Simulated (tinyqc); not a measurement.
# Worked calculation: single-photon avalanche diode, trigger probability and counting

Program tinyqc, `OMP_NUM_THREADS=1 python tinyqc.py 2630026 2630027 out.jsonl`; Intel Xeon 2.30GHz, shared host, one thread, about 0.01 s. Printed values are rounded.

A multiplication layer of width W with the uniform field V/W; alpha = an exp(-bn/E) for electrons, beta = ap exp(-bp/E) for holes (local model, no dead space). a = alpha W, b = beta W. Electrons enter at x = 0, holes at x = W. P0 is the probability that an electron entering at 0 starts a lasting avalanche, PW the same for a hole entering at W.

Inputs (values chosen for the exercise); ionisation coefficients close to those of silicon: electron prefactor an = 7.24e5 1/cm; electron field bn = 1.21 MV/cm; hole prefactor ap = 1.57e6 1/cm; hole field bp = 2.06 MV/cm; width of the multiplication layer W = 0.8 um; excess bias Vx = 1.5 V; probability that a photon makes a pair that enters the layer eta = 0.41; thermal generation rate in the layer Gd = 34000 1/s; dead time td = 50 ns; diode capacitance Cd = 28 fF; quench resistance Rq = 200 kohm; trapping probability per avalanche carrier pa = 2.5e-7; trap release time tt = 3.3 ns; photon rate nph = 3.3e5 1/s.

Constants: q = 1.602176634e-19 C. Results are converted to the units shown.

## Ionisation integrals at and above breakdown

breakdown voltage VB = 28.7509 V

Breakdown: ln(a/b) = a - b with a not equal to b. VB is given; V = VB + Vx.

E at VB = 0.359386 MV/cm
a at VB = 1.99812
b at VB = 0.407018
E at V = 0.378136 MV/cm
a = 2.36117
b = 0.540817

At VB, ln(a/b) = 1.591 equals a - b.

## Iteration 1: trigger probability by substitution

P0 at the start = 0.5

PW = 1 - (1 - P0)^(b/a); P0(new) = PW/(PW + (1 - PW) exp(b - a)).

PW = 0.146802
P0 after iteration 1 = 0.515105

## Iteration 2: trigger probability by substitution

As before.

PW = 0.152775
P0 after iteration 2 = 0.526812

## Course of the iteration: trigger probability by substitution

Stop when P0 changes by less than 1e-9, or after 400 iterations. The rule counts as met only at a root strictly between 0 and 1.

Course of the iteration:
```
iteration,P0,|change|
1,0.515105,0.0151
2,0.526812,0.0117
3,0.535797,8.99e-3
4,0.542644,6.85e-3
5,0.547834,5.19e-3
6,0.551752,3.92e-3
7,0.554701,2.95e-3
8,0.556916,2.22e-3
9,0.558577,1.66e-3
...,...,...
51,0.563503,7.76e-9
52,0.563503,5.79e-9
53,0.563503,4.32e-9
54,0.563503,3.22e-9
55,0.563503,2.41e-9
56,0.563503,1.80e-9
57,0.563503,1.34e-9
58,0.563503,1.00e-9
59,0.563503,7.47e-10
```

Converged in 59 iterations. At the end each change is about 0.75 times the one before: linear convergence.

## Detection, dark counts, afterpulses and dead-time loss

P0 = 0.563503
Pm = 0.351086

Pm is the mean trigger probability of pairs made evenly in the layer. PDP = eta P0; dark counts Gd Pm; avalanche charge Cd Vx/q; afterpulse probability pa (Cd Vx/q) exp(-td/tt) Pm; true rate n = nph PDP + dark counts; measured n/(1 + n td) (non-paralysable) or n exp(-n td) (paralysable); recharge time Rq Cd.

PDP = 0.231036
dark counts = 11936.9 1/s
avalanche charge = 2.62143e5 electrons
afterpulse probability = 6.04886e-7 %
true rate = 88178.9 1/s
measured, non-paralysable = 87791.8 1/s
measured, paralysable = 87791.0 1/s
recharge time = 5.6 ns

Dead time hides 0.44 % of the events in the first model and 0.44 % in the second.
